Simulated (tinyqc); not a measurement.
Inside a calculation. Method: CCD on RHF in the 6-311g basis, for H2, spin multiplicity 1. One step of it, computed by the program tinyqc.

Task: CCD: starting amplitudes. t_ij^ab = <ij||ab> / (e_i + e_j - e_a - e_b), whose energy is MP2.

orbital energies (hartree): MO1 -0.543663, MO2 0.136305, MO3 0.321840, MO4 0.574712, MO5 2.568002, MO6 2.618217

Two-electron integrals over orbitals (pq|rs), unique and non-zero (hartree):
```
(11|11) 0.589002    (21|21) 0.065271    (22|11) 0.363902    (22|22) 0.310952
(31|11) -0.123732   (31|22) -0.035040   (31|31) 0.054419    (32|21) 0.016834
(32|32) 0.032143    (33|11) 0.358311    (33|22) 0.278990    (33|31) -0.038586
(33|33) 0.281557    (41|21) -0.072319   (41|32) 0.003916    (41|41) 0.099654
(42|11) -0.139914   (42|22) -0.055870   (42|31) 0.046262    (42|33) -0.050339
(42|42) 0.062601    (43|21) 0.044825    (43|32) 0.015808    (43|41) -0.048520
(43|43) 0.037609    (44|11) 0.468808    (44|22) 0.333504    (44|31) -0.081495
(44|33) 0.308935    (44|42) -0.103070   (44|44) 0.407433    (51|21) -0.028864
(51|32) 0.018487    (51|41) 0.057532    (51|43) -0.029212   (51|51) 0.079830
(52|11) -0.028502   (52|22) 0.007574    (52|31) 0.023741    (52|33) -0.004366
(52|42) 0.009732    (52|44) -0.017101   (52|52) 0.026986    (53|21) 0.033057
(53|32) -0.005926   (53|41) -0.049353   (53|43) 0.023446    (53|51) -0.043689
(53|53) 0.032029    (54|11) 0.132377    (54|22) 0.035444    (54|31) -0.059011
(54|33) 0.045638    (54|42) -0.050933   (54|44) 0.091013    (54|52) -0.039633
(54|54) 0.086500    (55|11) 0.618257    (55|22) 0.376890    (55|31) -0.144822
(55|33) 0.364126    (55|42) -0.157795   (55|44) 0.503647    (55|52) -0.060015
(55|54) 0.191835    (55|55) 0.747926    (61|11) -0.069803   (61|22) -0.016096
(61|31) 0.041608    (61|33) -0.020075   (61|42) 0.030412    (61|44) -0.055585
(61|52) 0.037519    (61|54) -0.070606   (61|55) -0.141142   (61|61) 0.074231
(62|21) -0.008187   (62|32) 0.005779    (62|41) 0.018140    (62|43) -0.012406
(62|51) 0.033793    (62|53) -0.015233   (62|62) 0.017033    (63|11) 0.094306
(63|22) 0.036222    (63|31) -0.036311   (63|33) 0.033558    (63|42) -0.036946
(63|44) 0.068579    (63|52) -0.017910   (63|54) 0.049472    (63|55) 0.130455
(63|61) -0.039909   (63|63) 0.033439    (64|21) 0.022458    (64|32) -0.018732
(64|41) -0.046890   (64|43) 0.019620    (64|51) -0.062477   (64|53) 0.035349
(64|62) -0.026801   (64|64) 0.053796    (65|21) 0.105310    (65|32) -0.002967
(65|41) -0.144916   (65|43) 0.079729    (65|51) -0.125630   (65|53) 0.090248
(65|62) -0.048582   (65|64) 0.101319    (65|65) 0.280248    (66|11) 0.605791
(66|22) 0.364679    (66|31) -0.136411   (66|33) 0.361141    (66|42) -0.150834
(66|44) 0.487293    (66|52) -0.055324   (66|54) 0.178488    (66|55) 0.711188
(66|61) -0.119675   (66|63) 0.119554    (66|66) 0.689386
```

Give: Starting amplitudes; correlation energy.

Result:

Starting amplitudes (spin orbitals 1a, 1b, ...; amplitudes related by a flip of all spins are not repeated):
```
from      to       t
1a 1b  2a 2b  -0.048
1a 1b  4a 4b  -0.045
1a 1b  2a 4b   0.040
1a 1b  3a 3b  -0.031
1a 1b  4a 5b  -0.014
1a 1b  5a 5b  -0.013
1a 1b  6a 6b  -0.012
1a 1b  3a 6b  -0.010
1a 1b  2a 5b   0.008
```

correlation energy = -0.01986 hartree
